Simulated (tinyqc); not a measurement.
Worked calculation: Hubbard ring of 6 sites. Computed by tinyqc, a small Python program that keeps every step. Settings: hopping = 0.85, U = 10.0, mixing = 0.2, iteration cap = 89. Command: `OMP_NUM_THREADS=1 python tinyqc.py 20765 20766 out.jsonl` (the two numbers bound the seeds that draw the settings). One thread of a shared host (Intel(R) Xeon(R) Processor @ 2.60GHz), about 0.4 s of CPU time with the checks.

one-body matrix (hopping and site energies) (eV), lower triangle:
```
           1          2          3          4          5         6
1   0.000000
2  -0.850000   0.000000
3   0.000000  -0.850000   0.000000
4   0.000000   0.000000  -0.850000   0.000000
5   0.000000   0.000000   0.000000  -0.850000   0.000000
6  -0.850000   0.000000   0.000000   0.000000  -0.850000  0.000000
```

U = 10.000000 eV

electrons, up and down: 3  1

n(up) at the start (a guess, not normalised): 1 0.950000, 2 0.050000, 3 0.950000, 4 0.050000, 5 0.950000, 6 0.050000

n(down) at the start (a guess): 1 0.000000, 2 0.617000, 3 0.000000, 4 0.617000, 5 0.000000, 6 0.617000

Each step fills the lowest levels of T + U n(other spin) and sets n(new) = n + mixing (n(out) - n); stop when output and input agree to 1e-8.

Course of the cycle:
```
iteration       E (eV)  largest |n(out) - n(in)|  mean |n_up - n_down|
1          -1.24455229                  2.94e-01              0.623241
2          -1.29694912                  2.35e-01              0.617011
3          -1.33929984                  1.88e-01              0.610615
4          -1.37241415                  1.51e-01              0.604299
5          -1.39756240                  1.21e-01              0.598263
6          -1.41619480                  9.65e-02              0.592655
7          -1.42972384                  7.73e-02              0.587564
8          -1.43939315                  6.20e-02              0.583031
9          -1.44622275                  4.98e-02              0.579057
10         -1.45100691                  4.00e-02              0.575616
11         -1.45434068                  3.22e-02              0.572665
...                ...                       ...                   ...
79         -1.46198326                  2.83e-04              0.556961
80         -1.46198353                  4.14e-04              0.556960
81         -1.46198411                  6.07e-04              0.556960
82         -1.46198537                  8.90e-04              0.556960
83         -1.46198807                  1.30e-03              0.556960
84         -1.46199388                  1.91e-03              0.556960
85         -1.46200636                  2.81e-03              0.556960
86         -1.46203324                  4.12e-03              0.556959
87         -1.46209115                  6.07e-03              0.556957
88         -1.46221622                  8.94e-03              0.556953
89         -1.46248704                  1.32e-02              0.556944
```

Can the last value be used, and what does the course show?

Not by the stop rule. Not converged within 89 iterations: the residual wanders without falling. The lowest mean-field energy found from random starts is -2.66198 eV. Reruns (cap 100 unless said): mixing 0.5: not converged; mixing 0.9: converged in 16 to a higher stationary point (E = -1.46198); the original settings with a cap of 400: converged in 228 (E = -2.66198).
